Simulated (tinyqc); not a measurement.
Trench capacitor in an array: capacitance, non-linearity, leakage and relaxation: one step of the calculation.

A film between two metal electrodes, each interface adding a series capacitance ci. The small-signal permittivity is ek (1 + aq E^2); the field is found with the linear permittivity. Leakage J = J0 sinh(E/Ef). After a voltage step the film passes a relaxation current kr C V tt^(-nr), tt being the time in seconds. The sidewall is a coaxial capacitor with radii a = dm/2 - t and b = dm/2, depth AR dm; the end face is left out.

Task. Planar capacitance, field and non-linearity. Planar film: Cf = eps0 ek/t, 1/C = 1/Cf + 2/ci, EOT = 3.9 eps0/C, effective permittivity C t/eps0, E = (V/t) C/Cf; quadratic coefficient [C(V)/C - 1]/V^2 with Cf (1 + aq E^2) in C(V).

Inputs (values chosen for the exercise); permittivity of the order of that of silicon nitride: relative permittivity of the film ek = 6.97; film thickness t = 20 nm; capacitance of each electrode interface (dead layer and screening) ci = 1000 uF/cm^2; quadratic field coefficient of the permittivity aq = 0.0029 cm^2/MV^2; bias V = 1.9 V; leakage prefactor J0 = 4.2e-11 A/cm^2; field for an e-fold rise of the leakage Ef = 0.26 MV/cm.

Constants: eps0 = 8.8541878128e-14 F/cm where lengths are in cm. Results are converted to the units shown.

Wanted: Cf; C; EOT; effective permittivity; E; quadratic coefficient; J.

Result.

Cf = 0.3086 uF/cm^2
C = 0.3084 uF/cm^2
EOT = 11.20 nm
effective permittivity = 6.966
E = 0.9494 MV/cm
quadratic coefficient = 723.7 ppm/V^2
J = 8.087e-10 A/cm^2

The interfaces take 0.0617 % of the voltage.

Numbers from tinyqc (`OMP_NUM_THREADS=1 python tinyqc.py 2102036 2102037 out.jsonl`; about 0.01 s on one thread of a shared Intel Xeon 2.30GHz).
